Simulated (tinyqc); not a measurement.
Thickness series: Landau-Devonshire theory of a uniaxial ferroelectric. Computed by tinyqc, a small Python program. Command: `OMP_NUM_THREADS=1 python tinyqc.py 3017478 3017479 out.jsonl ferro walk`. One thread of a shared host (Intel(R) Xeon(R) Processor @ 2.30GHz), about 0.01 s of CPU time with the checks.

G(P) = (alpha/2) P^2 + (beta*/4) P^4 + (gamma/6) P^6 - E P per volume, SI units, one domain, P along the polar axis, which is normal to the film.

Inputs (values chosen for the exercise, for a model ferroelectric): alpha_0 = 1.5e+06 J m/(C^2 K); Curie-Weiss temperature T0 = 790 K; beta = -4.78e+09 J m^5/C^4; gamma = 4.57e+10 J m^9/C^6; temperature T = 719 K; misfit strain u_m = -0.013; electrostriction Q12 = -0.029 m^4/C^2; compliance s11 + s12 = 8.7e-12 m^2/N; film thickness d = 7 nm; screening length lambda = 0.025 nm; background permittivity eps_b = 5; series capacitance C_d = 2.9 microfarad/cm^2.

Sample: epitaxial film.

Constants: eps_0 = 8.8541878128e-12 F/m.

Method:
- alpha = alpha_0 (T - T0*), with clamping: T0* = T0 + 4 Q12 u_m/(alpha_0 (s11 + s12)), beta* = beta + 4 Q12^2/(s11 + s12).
- Ps^2 = [-beta* + sqrt(beta*^2 - 4 alpha gamma)]/(2 gamma).
- chi = 1/(eps_0 G''), G'' = alpha + 3 beta* P^2 + 5 gamma P^4 at Ps. Ps, chi and the coercive field are for perfect screening, without a depolarising field. The intrinsic coercive field is |alpha P + beta* P^3 + gamma P^5| at the P_c where G'' = 0. 1 C/m^2 = 100 microcoulomb/cm^2.
- Between shorted electrodes with screening length lambda each, the depolarising field is -k P, k = 2 lambda/(eps_0 (d + 2 lambda eps_b)), so alpha turns into alpha + k.
- The polar state is the lowest uniform state while alpha + k < 0 (beta* > 0) or < 3 beta*^2/(16 gamma) (beta* < 0); setting the equality gives the critical thickness d_c.
- Domains are left out, though they can pre-empt both the loss of P and the state at P = 0. The second and third columns are for the shorted capacitor, polar only where it is the lowest uniform state: alpha + k < 0 (beta* > 0) or < 3 beta*^2/(16 gamma) (beta* < 0). The last column is another circuit, the film in series with C_d at P = 0: 1/C = (alpha d)/(1 + alpha eps_0 eps_b) + 1/C_d, and P = 0 is locally stable while 1/C > 0; a dash marks the rest.

alpha = -2.79833e+08 J m/C^2

beta* = -4.39333e+09 J m^5/C^4

critical thickness d_c = 15.4789 nm

spontaneous polarisation Ps = 37.4035 microcoulomb/cm^2

Against thickness:
```
d (nm)  P (microcoulomb/cm^2)  depolarising field (MV/m)  C of the stack / C_d
1                       0.000                      0.000                1.0083
2                       0.000                      0.000                1.0167
3                       0.000                      0.000                1.0253
5                       0.000                      0.000                1.0428
8                       0.000                      0.000                1.0704
15                      0.000                      0.000                1.1406
30                     33.766                     63.034                1.3272
60                     35.771                     33.527                1.9725
150                    36.784                     13.825                     -
```

What follows from these numbers?

The polar state appears between 15 and 30 nm (d_c = 15.5 nm), and at 150 nm P is 98.3 % of Ps. The stack exceeds C_d wherever it is stable, up to 1.97 times: the ferroelectric held at P = 0 acts as a negative capacitance.

Extremes, crossings and ranges named in words are read from the listed rows.
